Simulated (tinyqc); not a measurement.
Worked calculation: sp3 tight binding, zinc-blende lattice. One step of it, computed by the program tinyqc.

Question. Levels at X. Diagonalise the Hermitian matrix.

H(k) at X (eV), order a s, a px, a py, a pz, c s, c px, c py, c pz:
```
[[-11.510000, 0.000000, 0.000000, 0.000000, 0.000000, 0.000000+4.269280i, 0.000000, 0.000000],
 [0.000000, -7.320000, 0.000000, 0.000000, 0.000000-4.269280i, 0.000000, 0.000000, 0.000000],
 [0.000000, 0.000000, -7.320000, 0.000000, 0.000000, 0.000000, 0.000000, 0.000000+5.425393i],
 [0.000000, 0.000000, 0.000000, -7.320000, 0.000000, 0.000000, 0.000000+5.425393i, 0.000000],
 [0.000000, 0.000000+4.269280i, 0.000000, 0.000000, -11.510000, 0.000000, 0.000000, 0.000000],
 [0.000000-4.269280i, 0.000000, 0.000000, 0.000000, 0.000000, -7.320000, 0.000000, 0.000000],
 [0.000000, 0.000000, 0.000000, 0.000000-5.425393i, 0.000000, 0.000000, -7.320000, 0.000000],
 [0.000000, 0.000000, 0.000000-5.425393i, 0.000000, 0.000000, 0.000000, 0.000000, -7.320000]]
```

Give: eigenvalues.

Answer.

eigenvalues (eV): [-14.171, -14.171, -12.745, -12.745, -4.659, -4.659, -1.895, -1.895]
